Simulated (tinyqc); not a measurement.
RKS/exchange-only LDA in the 6-311g basis, for H2, spin multiplicity 1, step by step. One step of it, computed by the program tinyqc.

Question. Iteration 2: building the Kohn-Sham matrix. J_ij = sum D_kl (ij|kl); F = H + J + V_xc; E = tr D H + tr D J / 2 + E_xc + E_nn.

D after iteration 1, lower triangle:
```
,1H 1s,1H 2s,1H 3s,2H 1s,2H 2s,2H 3s
1H 1s,0.029881
1H 2s,0.037996,0.048315
1H 3s,0.015457,0.019655,0.007996
2H 1s,0.056305,0.071597,0.029127,0.106098
2H 2s,0.094445,0.120095,0.048856,0.177966,0.298514
2H 3s,0.068950,0.087676,0.035668,0.129925,0.217932,0.159103
```

core Hamiltonian H = T + V (hartree), lower triangle:
```
,1H 1s,1H 2s,1H 3s,2H 1s,2H 2s,2H 3s
1H 1s,-0.388171
1H 2s,-0.921238,-0.974803
1H 3s,-0.624675,-0.805631,-0.781723
2H 1s,-0.396325,-0.571188,-0.496181,-0.388171
2H 2s,-0.571188,-0.763028,-0.698150,-0.921238,-0.974803
2H 3s,-0.496181,-0.698150,-0.717286,-0.624675,-0.805631,-0.781723
```

Two-electron integrals (ij|kl) in chemists' order, unique and non-zero (hartree):
```
i,j,k,l,(ij|kl)
1,1,1,1,1.393035
2,1,1,1,0.822971
2,1,2,1,0.509703
2,2,1,1,0.822904
2,2,2,1,0.543028
2,2,2,2,0.644106
3,1,1,1,0.411256
3,1,2,1,0.257757
3,1,2,2,0.279868
3,1,3,1,0.130794
3,2,1,1,0.543681
3,2,2,1,0.365771
3,2,2,2,0.452669
3,2,3,1,0.189803
3,2,3,2,0.325140
3,3,1,1,0.494021
3,3,2,1,0.340115
3,3,2,2,0.445993
3,3,3,1,0.178035
3,3,3,2,0.331779
3,3,3,3,0.361682
4,1,1,1,0.142220
4,1,2,1,0.091759
4,1,2,2,0.103796
4,1,3,1,0.046926
4,1,3,2,0.071308
4,1,3,3,0.067910
4,1,4,1,0.025691
4,2,1,1,0.227623
4,2,2,1,0.155119
4,2,2,2,0.194793
4,2,3,1,0.080769
4,2,3,2,0.139977
4,2,3,3,0.141872
4,2,4,1,0.048355
4,2,4,2,0.108975
4,3,1,1,0.171640
4,3,2,1,0.118386
4,3,2,2,0.153323
4,3,3,1,0.061935
4,3,3,2,0.112077
4,3,3,3,0.116746
4,3,4,1,0.037213
4,3,4,2,0.088964
4,3,4,3,0.074522
4,4,1,1,0.578477
4,4,2,1,0.404369
4,4,2,2,0.536895
4,4,3,1,0.212536
4,4,3,2,0.395590
4,4,3,3,0.414598
4,4,4,1,0.142220
4,4,4,2,0.365143
4,4,4,3,0.308824
4,4,4,4,1.393035
5,1,1,1,0.365143
5,1,2,1,0.228461
5,1,2,2,0.247308
5,1,3,1,0.115868
5,1,3,2,0.167520
5,1,3,3,0.156882
5,1,4,1,0.048355
5,1,4,2,0.084538
5,1,4,3,0.064633
5,1,4,4,0.227623
5,1,5,1,0.108975
5,2,1,1,0.448667
5,2,2,1,0.300575
5,2,2,2,0.368086
5,2,3,1,0.155723
5,2,3,2,0.262766
5,2,3,3,0.265232
5,2,4,1,0.072140
5,2,4,2,0.149534
5,2,4,3,0.120927
5,2,4,4,0.448667
5,2,5,1,0.149534
5,2,5,2,0.245744
5,3,1,1,0.354924
5,3,2,1,0.242806
5,3,2,2,0.312713
5,3,3,1,0.126775
5,3,3,2,0.229749
5,3,3,3,0.243912
5,3,4,1,0.060201
5,3,4,2,0.134739
5,3,4,3,0.112789
5,3,4,4,0.422582
5,3,5,1,0.122134
5,3,5,2,0.218162
5,3,5,3,0.204849
5,4,1,1,0.404369
5,4,2,1,0.281091
5,4,2,2,0.370435
5,4,3,1,0.147478
5,4,3,2,0.273039
5,4,3,3,0.287768
5,4,4,1,0.091759
5,4,4,2,0.228461
5,4,4,3,0.193786
5,4,4,4,0.822971
5,4,5,1,0.155119
5,4,5,2,0.300575
5,4,5,3,0.284849
5,4,5,4,0.509703
5,5,1,1,0.536895
5,5,2,1,0.370435
5,5,2,2,0.485522
5,5,3,1,0.193985
5,5,3,2,0.359583
5,5,3,3,0.385871
5,5,4,1,0.103796
5,5,4,2,0.247308
5,5,4,3,0.210817
5,5,4,4,0.822904
5,5,5,1,0.194793
5,5,5,2,0.368086
5,5,5,3,0.354111
5,5,5,4,0.543028
5,5,5,5,0.644106
6,1,1,1,0.308824
6,1,2,1,0.193786
6,1,2,2,0.210817
6,1,3,1,0.098368
6,1,3,2,0.143076
6,1,3,3,0.134331
6,1,4,1,0.037213
6,1,4,2,0.064633
6,1,4,3,0.049564
6,1,4,4,0.171640
6,1,5,1,0.088964
6,1,5,2,0.120927
6,1,5,3,0.098721
6,1,5,4,0.118386
6,1,5,5,0.153323
6,1,6,1,0.074522
6,2,1,1,0.422582
6,2,2,1,0.284849
6,2,2,2,0.354111
6,2,3,1,0.147915
6,2,3,2,0.254980
6,2,3,3,0.261291
6,2,4,1,0.060201
6,2,4,2,0.122134
6,2,4,3,0.098721
6,2,4,4,0.354924
6,2,5,1,0.134739
6,2,5,2,0.218162
6,2,5,3,0.193704
6,2,5,4,0.242806
6,2,5,5,0.312713
6,2,6,1,0.112789
6,2,6,2,0.204849
6,3,1,1,0.405164
6,3,2,1,0.279576
6,3,2,2,0.368883
6,3,3,1,0.146477
6,3,3,2,0.275557
6,3,3,3,0.303017
6,3,4,1,0.061055
6,3,4,2,0.133702
6,3,4,3,0.111966
6,3,4,4,0.405164
6,3,5,1,0.133702
6,3,5,2,0.236655
6,3,5,3,0.224152
6,3,5,4,0.279576
6,3,5,5,0.368883
6,3,6,1,0.111966
6,3,6,2,0.224152
6,3,6,3,0.266918
6,4,1,1,0.212536
6,4,2,1,0.147478
6,4,2,2,0.193985
6,4,3,1,0.077338
6,4,3,2,0.143042
6,4,3,3,0.151119
6,4,4,1,0.046926
6,4,4,2,0.115868
6,4,4,3,0.098368
6,4,4,4,0.411256
6,4,5,1,0.080769
6,4,5,2,0.155723
6,4,5,3,0.147915
6,4,5,4,0.257757
6,4,5,5,0.279868
6,4,6,1,0.061935
6,4,6,2,0.126775
6,4,6,3,0.146477
6,4,6,4,0.130794
6,5,1,1,0.395590
6,5,2,1,0.273039
6,5,2,2,0.359583
6,5,3,1,0.143042
6,5,3,2,0.267766
6,5,3,3,0.291446
6,5,4,1,0.071308
6,5,4,2,0.167520
6,5,4,3,0.143076
6,5,4,4,0.543681
6,5,5,1,0.139977
6,5,5,2,0.262766
6,5,5,3,0.254980
6,5,5,4,0.365771
6,5,5,5,0.452669
6,5,6,1,0.112077
6,5,6,2,0.229749
6,5,6,3,0.275557
6,5,6,4,0.189803
6,5,6,5,0.325140
6,6,1,1,0.414598
6,6,2,1,0.287768
6,6,2,2,0.385871
6,6,3,1,0.151119
6,6,3,2,0.291446
6,6,3,3,0.328163
6,6,4,1,0.067910
6,6,4,2,0.156882
6,6,4,3,0.134331
6,6,4,4,0.494021
6,6,5,1,0.141872
6,6,5,2,0.265232
6,6,5,3,0.261291
6,6,5,4,0.340115
6,6,5,5,0.445993
6,6,6,1,0.116746
6,6,6,2,0.243912
6,6,6,3,0.303017
6,6,6,4,0.178035
6,6,6,5,0.331779
6,6,6,6,0.361682
```

nuclear repulsion = 0.58151342 hartree

V_xc (hartree), lower triangle:
```
,1H 1s,1H 2s,1H 3s,2H 1s,2H 2s,2H 3s
1H 1s,-0.406099
1H 2s,-0.258841,-0.290365
1H 3s,-0.132395,-0.196505,-0.175236
2H 1s,-0.068487,-0.154317,-0.127357,-0.533328
2H 2s,-0.131969,-0.212363,-0.185447,-0.329722,-0.349416
2H 3s,-0.103859,-0.170315,-0.168177,-0.167017,-0.230230,-0.196173
```

E_xc = sum of w rho eps_xc = -0.52479764 hartree

Give: Coulomb J; Kohn-Sham matrix F; total energy of this density.

Answer.

Coulomb J (hartree), lower triangle:
```
,1H 1s,1H 2s,1H 3s,2H 1s,2H 2s,2H 3s
1H 1s,1.2568
1H 2s,0.8464,1.0609
1H 3s,0.4398,0.7699,0.8016
2H 1s,0.2182,0.4903,0.4084,1.6013
2H 2s,0.4289,0.7499,0.6938,1.0428,1.2262
2H 3s,0.3434,0.6516,0.7383,0.5361,0.8643,0.8611
```

Kohn-Sham matrix F (hartree), lower triangle:
```
,1H 1s,1H 2s,1H 3s,2H 1s,2H 2s,2H 3s
1H 1s,0.4625
1H 2s,-0.3337,-0.2042
1H 3s,-0.3172,-0.2323,-0.1554
2H 1s,-0.2466,-0.2353,-0.2151,0.6798
2H 2s,-0.2742,-0.2255,-0.1898,-0.2082,-0.0980
2H 3s,-0.2567,-0.2168,-0.1472,-0.2556,-0.1716,-0.1168
```

total energy of this density = -0.971203 hartree
